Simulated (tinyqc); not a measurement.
Worked calculation: delta-doped layer in the Thomas-Fermi potential. Values are carried at full precision from step to step, so a last printed digit may differ when a step is redone from the rounded ones.

All donors ionised in the plane z = 0, zero temperature, energies from the Fermi level EF of the Thomas-Fermi model, which lies at the bulk band edge; c = hbar^2/2m0, q = e^2/(4 pi eps0). Layer in a (001) plane: two valleys with m_z = ml, m_d = mt (unprimed) and four with m_z = mt, m_d = sqrt(ml mt) (primed); m3 = (ml mt^2)^(1/3), gv = 6. With n = (gv/3 pi^2)(m3 (-V)/c)^(3/2) and V'' = -(4 pi q/eps) n for z > 0, the solution is V = -b/(|z| + z0)^4 with sqrt(b) = 20/K, K = (4 pi q/eps)(gv/3 pi^2)(m3/c)^(3/2), and z0^5 = 4b/(e F0), e F0 = 2 pi q N/eps; 1e13/cm^2 = 1e-3/angstrom^2. Exchange and correlation are left out.

Constants: hbar^2/2m0 = 3.80998211 eV angstrom^2; e^2/(4 pi eps0) = 14.39964547 eV angstrom.

Inputs chosen for the exercise (near those of a delta-doped layer in Si; shifted at random, so the results belong to these values and not to a real crystal):
```
symbol  value  unit         meaning
ml      0.931  m0           longitudinal mass
mt      0.188  m0           transverse mass
eps     11.9                dielectric constant
N       4.9    x 1e13/cm^2  donor sheet density
```

## The Thomas-Fermi well

Give K, b, e F0, z0 and the depth b/z0^4.

K = 0.075161 eV^(-1/2) angstrom^-2
b = 70807 eV angstrom^4
e F0 = 0.037255 eV/angstrom
z0 = 23.78 angstrom
depth = 0.2215 eV

Half of the electrons lie within |z| < (2^(1/5) - 1) z0 = 3.5 angstrom. The mean donor spacing in the plane is 14.3 angstrom, against a Bohr radius 0.529177 eps/m3 = 19.7 angstrom: the spacing is not small against it, so the smeared sheet is a crude model.

## Profile

V = -b/(|z| + z0)^4, n and the share of electrons beyond |z|, (z0/(|z| + z0))^5, at z = 0, 0.1, 0.25, 0.5, 1 and 2 times z0; n = (eps/(4 pi q)) 20 b/(|z| + z0)^6, q = e^2/(4 pi eps0), 1/angstrom^3 = 1e24/cm^3.

Profile:
```
z (angstrom)   V (eV)  n (1e19/cm^3)  share beyond
0.0           -0.2215           51.5         1.000
2.4           -0.1513           29.1         0.621
5.9           -0.0907           13.5         0.328
11.9          -0.0437           4.52         0.132
23.8          -0.0138          0.805         0.031
47.6          -0.0027         0.0707         0.004
```

## Subbands

Subbands solve -(c/m_z) psi'' + V psi = E psi on 1280 points of spacing z0/80; up to ten levels for each group, kept if bound with an rms width below 2.5 z0.

List the bound levels with their rms width.

Subbands:
```
label  valleys g  m_d (m0)   E (eV)  rms z (angstrom)
0              2    0.1880  -0.0953               6.5
0'             4    0.4184  -0.0525              16.0
1              2    0.1880  -0.0108              24.8
```

The lowest level lies 57 % of the way up the well, and 0' follows 43 meV higher.

## Filling the subbands

At zero temperature n_i = g m_d (mu - E_i)/(2 pi c) for E_i < mu, c = hbar^2/2m0; find mu from sum n_i = N (1e13/cm^2 = 1e-3/angstrom^2).

mu = -0.0043 eV

n_i in the order of the list (1e13/cm^2): 1.429  3.369  0.102

3 subbands filled in part, the lowest with 29 % of the electrons. The potential was built for a Fermi level at 0; filling its quantised levels puts mu 1.9 % of the depth below that, which shows how nearly the two pictures agree. The fullest is 0', with 69 %.

## Estimate from a V-shaped well

Near z = 0 the well is -depth + e F0 |z|, whose levels are a (c (e F0)^2/m_z)^(1/3) with a = 1.018793 (even) and 2.338107 (odd); c = hbar^2/2m0, m_z = ml, for the unprimed levels.

levels 0 and 1 (eV): -0.0397  0.1957

Level 0 comes out 56 meV too high, since screening flattens the true well away from the plane, and level 1 lands above the rim at 0.

## Checks

- Integral of the Thomas-Fermi density against N, 1e13/cm^2: both 4.900.
- Lowest level on a finer grid (z0/200), eV: both -0.095.

Run: tinyqc, `OMP_NUM_THREADS=1 python tinyqc.py 1251271 1251272 out.jsonl`; Intel(R) Xeon(R) Processor @ 2.30GHz, one thread, shared host; about 0.1 s of CPU time with all checks.
